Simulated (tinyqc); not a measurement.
## Gate voltage for a given inversion charge

Inverse problem. p-type body, charge-sheet picture, depletion and inversion only, full ionisation (an idealisation for deep acceptors), Boltzmann statistics (rough once Na exp(x - xn) passes about Nc/7). In units of Vt: xg = (Vg - Vfb)/Vt, x = psi/Vt, G = gamma/sqrt(Vt), xn = (2 phiF + Vc)/Vt. The implicit equation is (xg - x)^2 = G^2 [x - 1 + exp(x - xn)] for x above about 3. Cox = eps0 eox/tox. ni = sqrt(Nc Nv) exp(-Eg/(2 Vt)), Eg in volts; phiF = Vt ln(Na/ni); gamma = sqrt(2 q eps0 eps_r Na)/Cox. N_inv = (Cox Vt G/q) [sqrt(x - 1 + exp(x - xn)) - sqrt(x - 1)]. Find x - xn, psi and Vg.

Values chosen for this exercise; band and dielectric values close to those of silicon:
```
symbol    value   unit                                                                 meaning
T           350      K                                                             temperature
Eg         1.12     eV                                                                band gap
eps_r      11.7                                                          relative permittivity
Nc      3.49e19  cm^-3                                  conduction-band density of states at T
Nv      3.31e19  cm^-3                                     valence-band density of states at T
eox         3.9         relative permittivity of the gate insulator (close to silicon dioxide)
tox         9.2     nm                                                     insulator thickness
Na         2e16  cm^-3                                                        acceptor density
Vfb       -0.44      V                                                       flat-band voltage
Vc            1      V                                                    channel-body voltage
```

Constants: q = 1.602176634e-19 C, kB = 1.380649e-23 J/K, Vt = kB T/q, eps0 = 8.8541878128e-14 F/cm where lengths are in cm. Results are converted to the units shown.

N_inv = 1.5e11 cm^-2

Answer. N_inv rises steadily with x, so it fixes x; the implicit equation then gives xg directly.

x - xn = 3.36
psi = 1.77 V
Vg = 1.68 V

Computed by the program tinyqc: `OMP_NUM_THREADS=1 python tinyqc.py 2122077 2122078 out.jsonl`, one thread of a shared Intel Xeon 2.30GHz, about 0.01 s for the whole run.
